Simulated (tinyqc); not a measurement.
# Input admittance of a MOSFET at zero drain bias: distributed channel and distributed gate: two studies

Source and drain grounded, strong inversion, w = 2 pi f, Cox = eps0 eox/tox. The channel is an RC line of resistance 1/(mu Cox Vo) per square fed from both ends, so one finger has the intrinsic admittance y = i w Cox L tanh(g)/g per width, g = (1/2) sqrt(i w tau), tau = L^2/(mu Vo). The vertical resistance rv/L is in series with y, the overlaps 2 i w Cov in parallel: y_t = 1/(1/y + rv/L) + 2 i w Cov. The gate strip is a line of Rsh/L per length loaded by y_t, so a finger has Y = y_t Wf tanh(k)/k, k = (Wf/sd) sqrt(y_t Rsh/L); the device has Nf Y.

Inputs (values chosen for the exercise); values of the order met in silicon radio-frequency transistors:
- eox = 21.9 (relative permittivity of the gate insulator (close to hafnium oxide))
- tox = 12 nm (insulator thickness)
- L = 0.24 um (channel length)
- Wf = 1.6 um (finger width)
- Nf = 32 (number of fingers)
- mu = 110 cm^2/(V s) (channel mobility)
- Vo = 0.54 V (gate overdrive)
- Rsh = 17 ohm/square (sheet resistance of the gate)
- rv = 12 ohm um^2 (vertical resistivity of the gate stack)
- sd = 1 (number of ends at which a finger is contacted)
- Cov = 0.23 fF/um (overlap and fringe capacitance on each side)
- f = 20 GHz (frequency)

Constants: eps0 = 8.8541878128e-14 F/cm where lengths are in cm. Results are converted to the units shown.

Each table varies one quantity; the others keep the values above.

## Input impedance against frequency

Low-frequency limits, with c = Cox L and ct = c + 2 Cov: R_strip = Rsh Wf/(3 sd^2 L Nf), R_ch = (c/ct)^2 L/(12 mu Cox Vo Wf Nf), R_vert = (c/ct)^2 rv/(L Wf Nf), C = ct Wf Nf. Z = 1/(Nf Y) = R + 1/(i w C), Q = |Im Z|/R, far-point signal |1/cosh k|.

The same in every row: low-frequency R (ohm) = 5.2134.

Input impedance against frequency:

| f (GHz) | w tau | \|k\| | R (ohm) | C (fF) | Q | signal at the far point |
|---|---|---|---|---|---|---|
| 0.2 | 0.012186 | 0.031441 | 5.2134 | 222.11 | 687.22 | 1.0000 |
| 0.5 | 0.030464 | 0.049712 | 5.2134 | 222.11 | 274.89 | 1.0000 |
| 1 | 0.060928 | 0.070303 | 5.2134 | 222.11 | 137.45 | 0.99998 |
| 3 | 0.18278 | 0.12176 | 5.2133 | 222.09 | 45.820 | 0.99986 |
| 8 | 0.48742 | 0.19870 | 5.2125 | 221.99 | 17.193 | 0.99898 |
| 20 | 1.2186 | 0.31291 | 5.2081 | 221.33 | 6.9037 | 0.99380 |
| 50 | 3.0464 | 0.48324 | 5.1809 | 217.34 | 2.8268 | 0.96605 |
| 100 | 6.0928 | 0.63865 | 5.0921 | 204.77 | 1.5263 | 0.90574 |
| 300 | 18.278 | 0.84184 | 4.4341 | 139.62 | 0.85692 | 0.79157 |

R falls from 5.21 to 4.43 ohm and C falls from 222 to 140 fF. Q goes as f^(-1.00) between the first two rows and f^(-0.53) between the last two, where w tau = 18.3 and |k| = 0.842. The low-frequency limits hold both R and C within 5 % up to f = 50 GHz among the rows.

## Effect of the channel length

Same model as above.

Results:

| L (um) | w tau | \|k\| | R (ohm) | low-frequency R (ohm) | C (fF) | Q | signal at the far point |
|---|---|---|---|---|---|---|---|
| 0.03 | 0.01904 | 0.4149 | 11.63 | 11.64 | 48.33 | 14.16 | 0.9964 |
| 0.058 | 0.07117 | 0.3629 | 7.144 | 7.146 | 71.50 | 15.58 | 0.9972 |
| 0.22 | 1.024 | 0.3148 | 5.044 | 5.048 | 205.0 | 7.696 | 0.9944 |
| 0.42 | 3.732 | 0.2968 | 7.356 | 7.411 | 362.1 | 2.988 | 0.9867 |
| 0.8 | 13.54 | 0.2375 | 12.25 | 13.28 | 544.9 | 1.193 | 0.9823 |
| 1.6 | 54.16 | 0.1578 | 14.79 | 26.51 | 511.9 | 1.051 | 0.9915 |
| 3 | 190.4 | 0.1157 | 14.42 | 50.09 | 510.6 | 1.080 | 0.9955 |

Estimate the missing row, L = 0.11 um.

Computed row:

| L (um) | w tau | \|k\| | R (ohm) | low-frequency R (ohm) | C (fF) | Q | signal at the far point |
|---|---|---|---|---|---|---|---|
| 0.11 | 0.2560 | 0.3333 | 5.096 | 5.098 | 114.5 | 13.64 | 0.9970 |

With this row back in the table: As L goes from 0.03 to 3, R moves up and down between 5.04 and 14.8 ohm, C goes from 48.3 through a maximum of 545 (at L = 0.8 among the rows listed) to 511 fF and Q moves up and down between 1.05 and 15.6.

Program tinyqc, `OMP_NUM_THREADS=1 python tinyqc.py 2262160 2262161 out.jsonl`; Intel Xeon 2.30GHz, shared host, one thread, about 0.01 s.
